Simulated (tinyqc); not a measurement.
Critical temperature from a phonon spectrum: McMillan, Allen-Dynes and the linearised Eliashberg equation: one step, computed by the program tinyqc. Command: `OMP_NUM_THREADS=1 python tinyqc.py 3027740 3027741 out.jsonl eliashberg walk`. One thread of a shared host (Intel(R) Xeon(R) Processor @ 2.30GHz), about 0.01 s of CPU time with the checks.

alpha^2 F(omega) = sum_i (lambda_i omega_i/2) delta(omega - omega_i), so that lambda = 2 int alpha^2 F/omega d omega = sum_i lambda_i.

Task: Largest eigenvalue of the small kernel. K is the kernel of the linearised Eliashberg equation on the Matsubara points omega_n = (2n + 1) pi k_B T; T_c is where its largest eigenvalue rho is zero. Diagonalise K; at rho = 0 the eigenvector c is the gap function Delta_n/omega_n up to a factor; away from it Delta_n/Delta_0 = (2n + 1) c_n/c_0 is only an estimate.

Inputs (values chosen for the exercise, for a model metal): trial temperature = 106 K.

Peaks in alpha^2 F: one.

K:
```
,1,2,3,4,5
1,-0.36570,0.92226,0.23656,0.02854,-0.05777
2,0.92226,-4.69915,0.71425,0.15024,-0.01513
3,0.23656,0.71425,-7.36141,0.67057,0.12516
4,0.02854,0.15024,0.67057,-9.66283,0.65485
5,-0.05777,-0.01513,0.12516,0.65485,-11.83323
```

Give: largest eigenvalue rho; Delta_n/Delta_0.

Result:

largest eigenvalue rho = -0.1567

Delta_n/Delta_0: [1.000, 0.636, 0.274, 0.070, -0.037]

rho < 0: in this small matrix the trial temperature lies above T_c.
